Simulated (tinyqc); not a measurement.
Worked calculation: RKS/exchange-only LDA in the 6-31g basis, for H2, spin multiplicity 1. One step of it, computed by the program tinyqc.

Problem. Iteration 1: building the Kohn-Sham matrix. J_ij = sum D_kl (ij|kl); F = H + J + V_xc; E = tr D H + tr D J / 2 + E_xc + E_nn.

D at the start, order 1H 1s, 1H 2s, 2H 1s, 2H 2s:
$$\begin{pmatrix}
0.376174 & 0.151644 & 0.376174 & 0.151644 \\
0.151644 & 0.061131 & 0.151644 & 0.061131 \\
0.376174 & 0.151644 & 0.376174 & 0.151644 \\
0.151644 & 0.061131 & 0.151644 & 0.061131
\end{pmatrix}$$

core Hamiltonian H = T + V (hartree), order 1H 1s, 1H 2s, 2H 1s, 2H 2s:
$$\begin{pmatrix}
-0.934108 & -0.907858 & -0.760441 & -0.754642 \\
-0.907858 & -0.918996 & -0.754642 & -0.840416 \\
-0.760441 & -0.754642 & -0.934108 & -0.907858 \\
-0.754642 & -0.840416 & -0.907858 & -0.918996
\end{pmatrix}$$

Two-electron integrals (ij|kl) in chemists' order, unique and non-zero (hartree):
```
(11|11) 1.076566   (21|11) 0.578470   (21|21) 0.329423   (22|11) 0.587396
(22|21) 0.361304   (22|22) 0.453150   (31|11) 0.378330   (31|21) 0.215815
(31|22) 0.236236   (31|31) 0.175310   (32|11) 0.332645   (32|21) 0.202201
(32|22) 0.244943   (32|31) 0.171451   (32|32) 0.187268   (33|11) 0.642268
(33|21) 0.397816   (33|22) 0.491361   (33|31) 0.378330   (33|32) 0.430308
(33|33) 1.076566   (41|11) 0.430308   (41|21) 0.245962   (41|22) 0.271357
(41|31) 0.171451   (41|32) 0.164012   (41|33) 0.332645   (41|41) 0.187268
(42|11) 0.471898   (42|21) 0.291969   (42|22) 0.371045   (42|31) 0.208206
(42|32) 0.225900   (42|33) 0.471898   (42|41) 0.225900   (42|42) 0.321493
(43|11) 0.397816   (43|21) 0.246252   (43|22) 0.308650   (43|31) 0.215815
(43|32) 0.245962   (43|33) 0.578470   (43|41) 0.202201   (43|42) 0.291969
(43|43) 0.329423   (44|11) 0.491361   (44|21) 0.308650   (44|22) 0.406233
(44|31) 0.236236   (44|32) 0.271357   (44|33) 0.587396   (44|41) 0.244943
(44|42) 0.371045   (44|43) 0.361304   (44|44) 0.453150
```

nuclear repulsion = 0.68546271 hartree

V_xc (hartree), order 1H 1s, 1H 2s, 2H 1s, 2H 2s:
$$\begin{pmatrix}
-0.484903 & -0.256822 & -0.212410 & -0.202327 \\
-0.256822 & -0.234257 & -0.202327 & -0.209173 \\
-0.212410 & -0.202327 & -0.484903 & -0.256822 \\
-0.202327 & -0.209173 & -0.256822 & -0.234257
\end{pmatrix}$$

E_xc = sum of w rho eps_xc = -0.64300935 hartree

Give: Coulomb J; Kohn-Sham matrix F; total energy of this density.

Solution.

Coulomb J (hartree), order 1H 1s, 1H 2s, 2H 1s, 2H 2s:
$$\begin{pmatrix}
1.5823 & 0.9168 & 0.7058 & 0.7176 \\
0.9168 & 1.0412 & 0.7176 & 0.9105 \\
0.7058 & 0.7176 & 1.5823 & 0.9168 \\
0.7176 & 0.9105 & 0.9168 & 1.0412
\end{pmatrix}$$

Kohn-Sham matrix F (hartree), order 1H 1s, 1H 2s, 2H 1s, 2H 2s:
$$\begin{pmatrix}
0.1633 & -0.2479 & -0.2671 & -0.2393 \\
-0.2479 & -0.1120 & -0.2393 & -0.1391 \\
-0.2671 & -0.2393 & 0.1633 & -0.2479 \\
-0.2393 & -0.1391 & -0.2479 & -0.1120
\end{pmatrix}$$

total energy of this density = -0.980238 hartree
